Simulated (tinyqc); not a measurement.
Biaxially strained (001) channel, valley splitting in an inversion layer: one step of the calculation.

A thin layer grown on a relaxed buffer is stretched in the plane. The two valleys with their long axis along the growth direction (D2) sink against the four in-plane ones (D4); confinement in a triangular well splits them too. Only the lowest subband of each set is kept; one relaxation time, so the weakening of intervalley scattering is left out.

Task. Share of the light valleys and conductivity mass. EF solves Ns = N2 ln(1 + exp((EF - E2)/Vt)) + N4 ln(1 + exp((EF - E4)/Vt)); f2 is the share in D2, and 1/mc = f2/mt + (1 - f2)(1/mt + 1/ml)/2.

Parameters, values chosen for the exercise; values close to those of silicon on relaxed silicon-germanium: temperature T = 300 K; longitudinal mass ml = 0.923 m0; transverse mass mt = 0.193 m0; inversion density Ns = 6.3e11 cm^-2.

Constants: q = 1.602176634e-19 C, kB = 1.380649e-23 J/K, Vt = kB T/q. Results are converted to the units shown.

EF = 0.11779174 eV
E2 = 0.16467610 eV
N2 = 4.1684888e12 cm^-2

Give: f2; mc.

Result.

f2 = 0.99954
mc = 0.19304 m0

Numbers from tinyqc (`OMP_NUM_THREADS=1 python tinyqc.py 2530070 2530071 out.jsonl`; about 0.01 s on one thread of a shared Intel Xeon 2.30GHz).
